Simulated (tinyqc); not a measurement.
Vacuum evaporation: vapour pressure, source flux, thickness distribution, purity and step coverage: one step, computed by the program tinyqc.

Molecular flow, unit sticking of the metal, no re-evaporation. The background gas is taken as water vapour (18.015 g/mol, collision diameter 0.37 nm) at 300 K.

Question. Vapour pressure and flux. log10(p_v/Pa) = A - B/T; flux from the surface Phi = p_v/sqrt(2 pi m k_B T), m = M u. Mass loss = Phi x area x m; heat of evaporation = ln(10) R B; d ln Phi/dT = ln(10) B/T^2 - 1/(2 T).

Inputs (values chosen for the exercise, modelled on silver, with constants for the liquid): molar mass M = 107.87 g/mol; vapour-pressure constant A = 10.76; vapour-pressure constant B = 13850 K; source temperature T = 1430 K; source area = 6.4 cm^2.

Constants: u = 1.6605390666e-27 kg; k_B = 1.380649e-23 J/K; R = 8.314462618 J/(mol K).

Give: vapour pressure p_v; flux Phi; mass loss; heat of evaporation; change of flux per kelvin.

Answer.

vapour pressure p_v = 11.88 Pa

flux Phi = 7.967e+18 1/(cm^2 s)

mass loss = 32.88 g/h

heat of evaporation = 265.2 kJ/mol

change of flux per kelvin = 1.525 %/K

Holding the rate to 1 % needs the temperature to about 0.66 K.
